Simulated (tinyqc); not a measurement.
Tersoff bond-order potential. Inputs raised by 2 %, one at a time. Computed by tinyqc, a small Python program. Command: `OMP_NUM_THREADS=1 python tinyqc.py 3001527 3001528 out.jsonl tersoff sens`. One thread of a shared host (Intel(R) Xeon(R) Processor @ 2.30GHz), about 0.02 s of CPU time with the checks.

E = (1/2) sum_(i, j != i) [A exp(-lambda r_ij) - b_ij B exp(-mu r_ij)], b_ij = (1 + (beta zeta_ij)^n)^(-1/(2n)), zeta_ij = sum_(k != i, j) g(theta_ijk), g = 1 + c^2/d^2 - c^2/(d^2 + (h - cos theta)^2), with theta at atom i. Only nearest neighbours count (cut-off function 1 for them, 0 beyond).

Inputs (values chosen for the exercise, modelled on silicon):

| quantity | value | unit |
|---|---|---|
| A | 1803.1 | eV |
| B | 477.48 | eV |
| lambda | 2.4799 | 1/angstrom |
| mu | 1.7322 | 1/angstrom |
| beta | 1.15e-06 | - |
| n | 0.7913 | - |
| c | 100700 | - |
| d | 16.2 | - |
| h | -0.6024 | - |

Constants: 1 eV/angstrom^3 = 160.2176634 GPa.

Method:
- zeta = 3 g(cos theta = -1/3).
- With z equal bonds of order b, r = ln(lambda A/(mu b B))/(lambda - mu) and E per atom = -(z/2) b B exp(-mu r)(1 - mu/lambda).
- a0 = 4 r/sqrt3; B0 = phi''(r)/(3 a0) with phi'' = mu (lambda - mu) b B exp(-mu r), since b does not change under uniform scaling.
- Second derivatives of the energy per atom, volume V = a0^3/8: e_xx gives C11; e_xx = -e_yy gives 2 (C11 - C12); e_xy = e_yx = s/2 with a sublattice shift u_z gives C44 = (E_ss - E_su^2/E_uu)/V and Kleinman's parameter |E_su/E_uu|/(a0/4).
- Each of the four neighbours loses one bond; its three other bonds now have zeta = 2 g, for the direction that starts at it. E_v = -E + 12 x (1/2)(b(3g) - b(2g)) B exp(-mu r), where -E is the pair-like cost.

Runs:

| input moved | from | to | energy per atom of the diamond lattice (eV) | C44 (GPa) | unrelaxed vacancy energy E_v (eV) | Kleinman's parameter |
|---|---|---|---|---|---|---|
| base run | - | - | -4.978 | 78.9 | 4.382 | 0.6579 |
| B (eV) | 477.48 | 487.03 | -5.315 | 86.7 | 4.680 | 0.6498 |
| beta | 1.15e-06 | 1.173e-06 | -4.966 | 79.6 | 4.363 | 0.6540 |
| c | 100700 | 102714 | -4.955 | 80.2 | 4.344 | 0.6501 |
| d | 16.2 | 16.524 | -5.021 | 76.2 | 4.455 | 0.6732 |
| h | -0.6024 | -0.614448 | -4.927 | 77.3 | 4.298 | 0.6657 |
| lambda (1/angstrom) | 2.4799 | 2.5295 | -6.398 | 112.1 | 5.666 | 0.6403 |
| mu (1/angstrom) | 1.7322 | 1.76684 | -3.771 | 57.1 | 3.298 | 0.6765 |

Exponents ln(y'/y) / ln(x'/x):

| input | energy per atom of the diamond lattice | C44 | unrelaxed vacancy energy E_v | Kleinman's parameter |
|---|---|---|---|---|
| B | 3.317 | 4.791 | 3.317 | -0.627 |
| beta | -0.114 | 0.430 | -0.217 | -0.299 |
| c | -0.230 | 0.855 | -0.436 | -0.603 |
| d | 0.440 | -1.762 | 0.834 | 1.158 |
| h | -0.517 | -1.013 | -0.983 | 0.599 |
| lambda | 12.677 | 17.726 | 12.975 | -1.371 |
| mu | -14.014 | -16.331 | -14.348 | 1.410 |

Which inputs matter most for each result?

Among the inputs moved here: energy per atom of the diamond lattice answers most in size to mu (exponent -14.014), next to lambda (+12.677). C44 answers most in size to lambda (exponent +17.726), next to mu (-16.331). Unrelaxed vacancy energy E_v answers most in size to mu (exponent -14.348), next to lambda (+12.975). Kleinman's parameter answers most in size to mu (exponent +1.410), next to lambda (-1.371).
